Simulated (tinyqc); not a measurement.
Donors with valley-orbit split 1s states: sweeps and comparisons. A value that a table varies takes the place of the one given here.

Each donor binds at most one electron, in any of its states. For a site s, W_s = sum over its states of g exp(E/kT), and the ionised share is 1/(1 + W_s exp(eta)), eta = (EF - Ec)/kT; n = Nc F_1/2(eta); neutrality n + NA = ND x (mean ionised share); holes are neglected. Nc from N = 2 (m kB T/(4 pi c))^(3/2) with c = hbar^2/2m0, in 1/angstrom^3; times 1e24 for 1/cm^3, m = md. F_j(eta) = (1/Gamma(j + 1)) integral_0^infinity x^j dx/(1 + exp(x - eta)), which tends to exp(eta) for eta << 0.

Mobility (Caughey-Thomas form): mu = mu0 + (mu1 (T/300)^(-ga) - mu0)/(1 + ((ND + NA)/Nr)^de); rho = 1/(e n mu), e = 1.602176634e-19 C.

Constants: hbar^2/2m0 = 3.80998211 eV angstrom^2; kB = 8.617333262e-05 eV/K.

Inputs chosen for the exercise (near those of As in Si; not measured data):

| symbol | value | unit | meaning |
|---|---|---|---|
| md | 1.035 | m0 | density-of-states mass of the conduction band |
| E | (52.3, 32.2, 29.1) | meV | binding energies of 1s(A1), 1s(T2), 1s(E) |
| g | (2, 6, 4) |  | their degeneracies with spin |
| ND | 2.9e+17 | 1/cm^3 | donors |
| NA | 1.1e+17 | 1/cm^3 | compensating acceptors, all ionised |
| T | 500 | K |  |
| mu0 | 68 | cm^2/(V s) | mobility at heavy doping |
| mu1 | 1342 | cm^2/(V s) | mobility at light doping and 300 K |
| Nr | 9.1e+16 | 1/cm^3 | reference doping |
| de | 0.72 |  | doping exponent |
| ga | 2.3 |  | temperature exponent |

## What the excited states change

The last columns keep only the ground state of each site (g = 2).

Results:

| T (K) | effective degeneracy | eta | n (1/cm^3) | n, ground states only | ratio |
|---|---|---|---|---|---|
| 40 | 2.02 | -15.38 | 2.68e+11 | 2.71e+11 | 0.989 |
| 60 | 2.17 | -10.40 | 7.21e+13 | 7.81e+13 | 0.923 |
| 80 | 2.46 | -8.01 | 1.20e+15 | 1.48e+15 | 0.815 |
| 110 | 3.07 | -6.30 | 1.08e+16 | 1.54e+16 | 0.697 |
| 150 | 3.93 | -5.47 | 3.92e+16 | 5.87e+16 | 0.668 |
| 200 | 4.91 | -5.23 | 7.72e+16 | 1.10e+17 | 0.702 |
| 250 | 5.72 | -5.24 | 1.06e+17 | 1.40e+17 | 0.755 |
| 300 | 6.39 | -5.35 | 1.26e+17 | 1.56e+17 | 0.805 |
| 400 | 7.39 | -5.61 | 1.48e+17 | 1.69e+17 | 0.875 |
| 500 | 8.10 | -5.88 | 1.59e+17 | 1.74e+17 | 0.915 |

The effective degeneracy grows from 2.02 to 8.10. Excited states hold electrons back, so the ratio is never above 1; it is lowest, 0.668, at 150 K of those listed, and 0.805 at 300 K. At low T the excited states empty out, and at high T more donors are ionised (n is 89 % of ND - NA in the last row), so the effect is largest in between.

## Ionisation and resistivity against doping

NA = 0.

Results:

| ND (1/cm^3) | n (1/cm^3) | n/ND | mu (cm^2/(V s)) | rho (ohm cm) | rho at full ionisation |
|---|---|---|---|---|---|
| 1.0e+14 | 1.00e+14 | 1.000 | 412 | 152 | 152 |
| 1.0e+15 | 1.00e+15 | 1.000 | 402 | 15.6 | 15.5 |
| 1.0e+16 | 9.95e+15 | 0.995 | 356 | 1.76 | 1.75 |
| 3.0e+16 | 2.96e+16 | 0.986 | 307 | 0.687 | 0.678 |
| 1.0e+17 | 9.56e+16 | 0.956 | 235 | 0.277 | 0.265 |
| 3.0e+17 | 2.66e+17 | 0.887 | 171 | 0.137 | 0.122 |
| 1.0e+18 | 7.38e+17 | 0.738 | 120 | 0.0703 | 0.0519 |
| 2.0e+18 | 1.25e+18 | 0.624 | 102 | 0.0491 | 0.0307 |

From 1e16 to 1e18 1/cm^3 rho falls by a factor 25.1, not 100: the mobility takes a factor 2.96 and incomplete ionisation 1.35. n/ND is below 0.9 from 3e+17 1/cm^3 on. From a few times 1e18 1/cm^3 on, depending on the dopant, the levels merge with the band, and already below that screening lowers the binding energy, so the last rows understate n.

## Compensation sets the slope of the freeze-out

NA = K ND. The slope energy is -d ln(n T^(-p))/d(1/kT) between 30 and 36 K, with p = 3/4 for K = 0 and p = 3/2 otherwise.

Results:

| K | n(30 K) (1/cm^3) | n(36 K) (1/cm^3) | slope energy (meV) |
|---|---|---|---|
| 0 | 1.41e+13 | 8.69e+13 | 26.12 |
| 0.0010 | 6.81e+11 | 2.40e+13 | 51.04 |
| 0.010 | 6.76e+10 | 2.58e+12 | 52.22 |
| 0.050 | 1.30e+10 | 4.95e+11 | 52.23 |
| 0.20 | 2.73e+09 | 1.04e+11 | 52.23 |
| 0.50 | 6.83e+08 | 2.60e+10 | 52.23 |

Without acceptors the slope is 26.12 meV, against half the ground-state energy, 26.15; with K = 0.05 it is 52.23 meV, against the full 52.3. The full energy (less a few meV where excited levels lie within a few kT) shows where n is far below NA, since the acceptors then hold EF near the donor level: n(36 K)/NA is 0.083 for K = 0.001 and 3.4e-05 for K = 0.05.

## What moves the carrier density

All results formed anew. Each row changes one parameter from the base and keeps the others.

Results:

| case | eta | n (1/cm^3) | rho (ohm cm) |
|---|---|---|---|
| base | -5.876 | 1.594e+17 | 0.2498 |
| E = (57.3, 32.2, 29.1) meV | -5.879 | 1.589e+17 | 0.2506 |
| md = 1.139 m0 | -6.005 | 1.617e+17 | 0.2462 |
| ND = 5.8e+17 1/cm^3 | -5.005 | 3.804e+17 | 0.1230 |
| NA = 1.39e+17 1/cm^3 | -6.053 | 1.335e+17 | 0.3046 |
| T = 530 K | -5.950 | 1.616e+17 | 0.2693 |
| Nr = 1.82e+17 1/cm^3 | -5.876 | 1.594e+17 | 0.2025 |

The largest shifts from the base row, up to three for each result and ties (the steps differ in size, so this ranks the rows, not the parameters). eta: ND +0.871, NA -0.177, md -0.129; unchanged at the printed digits by Nr. n (1/cm^3): ND +2.21e+17, NA -2.59e+16, md +2.34e+15; unchanged at the printed digits by Nr. rho (ohm cm): ND -0.127, NA +0.0548, Nr -0.0473.

Run: tinyqc, `OMP_NUM_THREADS=1 python tinyqc.py 1651326 1651327 out.jsonl`; Intel(R) Xeon(R) Processor @ 2.30GHz, one thread, shared host; about 0.02 s of CPU time with all checks.
